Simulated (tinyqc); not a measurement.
Tight binding, dimerised chain, step by step. One step of it, computed by the program tinyqc.

Problem. Levels at X. Diagonalise the Hermitian matrix.

H(k) at X (eV), order A, B:
$$\begin{pmatrix}
0.000000 & -0.730000 \\
-0.730000 & 0.000000
\end{pmatrix}$$

Give: eigenvalues; weights |c|^2 of the basis functions.

Solution.

eigenvalues (eV): [-0.7300, 0.7300]

weights |c|^2 of the basis functions, order A, B:
$$\begin{pmatrix}
0.5000 & 0.5000 \\
0.5000 & 0.5000
\end{pmatrix}$$
